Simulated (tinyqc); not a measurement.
Inside a calculation. Method: one-electron ion in a basis of Gaussians. One step of it, computed by the program tinyqc.

Task: Generalised eigenproblem. Solve H C = S C e through S^(-1/2); each column has its largest component positive (the first on a tie).

H = T + V (hartree):
```
           1           2           3
1  -8.518855   -9.616581   -8.644459
2  -9.616581  -13.534184  -15.203581
3  -8.644459  -15.203581  -13.821227
```

S:
```
          1         2         3
1  1.000000  0.722878  0.332776
2  0.722878  1.000000  0.723012
3  0.332776  0.723012  1.000000
```

Give: eigenvalues of S; eigenvalues; coefficients.

Result:

eigenvalues of S: 0.1305  0.6672  2.2022

eigenvalues (hartree): -16.7867  -4.1394  10.3070

coefficients:
```
        1        2        3
1  0.0605   1.2881  -0.9085
2  0.4803  -0.5450   2.0269
3  0.5592  -0.2795  -1.4486
```

For Z = 6 and l = 0 the exact lowest level is -Z^2/(2 n^2) with n = l + 1: -18.000000 hartree.
